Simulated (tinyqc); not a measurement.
# Inputs raised by 2 %, one at a time

Model: deep trap from a strong local potential in a two-band host (Koster-Slater model with semi-elliptic bands). Computed by tinyqc, a small Python program. Command: `OMP_NUM_THREADS=1 python tinyqc.py 3017370 3017371 out.jsonl deeptrap sens`. One thread of a shared host (Intel(R) Xeon(R) Processor @ 2.30GHz), about 0.03 s of CPU time with the checks.

The valence band spans -2 W_v to 0 and the conduction band E_g to E_g + 2 W_c. The orbital at the impurity site has weight f_v in the valence band and 1 - f_v in the conduction band, each spread as a semi-ellipse (2/(pi W^2)) sqrt(W^2 - x^2) about the band centre. The impurity adds U to this orbital. Spin is left out.

Inputs (values chosen for the exercise, for a model semiconductor):
```
quantity                                value  unit
gap E_g                                  2.61    eV
half-width of the valence band W_v        4.6    eV
half-width of the conduction band W_c     3.6    eV
valence weight f_v of the site orbital    0.4     -
impurity potential U                    -9.53    eV
```

Impurity: attractive, donor-like.

Method:
- In the gap G(E) = f_v (2/W_v^2)[x - sqrt(x^2 - W_v^2)] - (1 - f_v)(2/W_c^2)[y - sqrt(y^2 - W_c^2)], x = E + W_v, y = E_g + W_c - E.
- G falls across the gap from G(0) to G(E_g). A repulsive U binds if U > 1/G(0), an attractive one if U < 1/G(E_g); the vacancy level (U infinite) solves G(E) = 0 (bisection).
- The trap level solves G(E) = 1/U (bisection). With D = -dG/dE = D_v + D_c, D_v = f_v (2/W_v^2)[x/sqrt(x^2 - W_v^2) - 1] and D_c = (1 - f_v)(2/W_c^2)[y/sqrt(y^2 - W_c^2) - 1], the weight on the impurity orbital is 1/(U^2 D) and the conduction-band character is D_c/D.

Runs; columns: (1) input moved; (2) from; (3) to; (4) trap level E_t (eV); (5) depth below the conduction band (eV); (6) vacancy level (eV); (7) conduction-band character:
```
(1)                                           (2)      (3)     (4)      (5)      (6)      (7)
base run                                        -        -  1.8713  0.73868  0.39093  0.82134
gap E_g (eV)                                 2.61   2.6622  1.9142  0.74796  0.40652  0.82309
half-width of the valence band W_v (eV)       4.6    4.692  1.8618  0.74821  0.36946  0.82192
half-width of the conduction band W_c (eV)    3.6    3.672  1.8987  0.71126  0.40496  0.82479
valence weight f_v of the site orbital        0.4    0.408  1.9136  0.69637  0.43697  0.82700
impurity potential U (eV)                   -9.53  -9.7206  1.8480  0.76196  0.39093  0.81555
```

Exponents ln(y'/y) / ln(x'/x):
```
input                                   trap level E_t  depth below the conduction band  vacancy level  conduction-band character
gap E_g                                          1.145                            0.630          1.974                      0.108
half-width of the valence band W_v              -0.258                            0.647         -2.852                      0.036
half-width of the conduction band W_c            0.735                           -1.911          1.780                      0.212
valence weight f_v of the site orbital           1.129                           -2.979          5.623                      0.346
impurity potential U                            -0.632                            1.567          0.000                     -0.357
```

Among the inputs moved here: trap level E_t answers most in size to gap E_g (exponent +1.145), and about equally to valence weight f_v of the site orbital (+1.129). Depth below the conduction band answers most in size to valence weight f_v of the site orbital (exponent -2.979), next to half-width of the conduction band W_c (-1.911). Vacancy level answers most in size to valence weight f_v of the site orbital (exponent +5.623), next to half-width of the valence band W_v (-2.852); its exponent is below 0.0005 for impurity potential U. conduction-band character answers most in size to impurity potential U (exponent -0.357), next to valence weight f_v of the site orbital (+0.346).
